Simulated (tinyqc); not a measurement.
# Pinning factor and decay constant from two barriers

Problem. phiB = S (phiM - chi) + (1 - S)(Eg - E0) with S = 1/(1 + (1/S0 - 1) exp(-be ti)). Find S0, S at the given thickness and be.

Inputs (values chosen for the exercise); semiconductor values close to those of silicon; interlayer mass of the order of that in titanium dioxide, offset chosen freely: band gap Eg = 1.15 eV; electron affinity chi = 3.94 eV; charge-neutrality level above the valence band E0 = 0.37 eV; metal work function phiM = 4.09 eV.

phiB at ti = 0, 0.4 nm (eV): [0.6099, 0.44527888]

Answer. Each barrier gives its S by linear interpolation between the pinned and the unpinned value; the ratio of the two values of 1/S - 1 is exp(be ti).

S0 = 0.270
S = 0.531
be = 2.80 1/nm

tinyqc, about 0.04 s, one thread, Intel Xeon 2.30GHz (shared host): `OMP_NUM_THREADS=1 python tinyqc.py 2270156 2270157 out.jsonl`
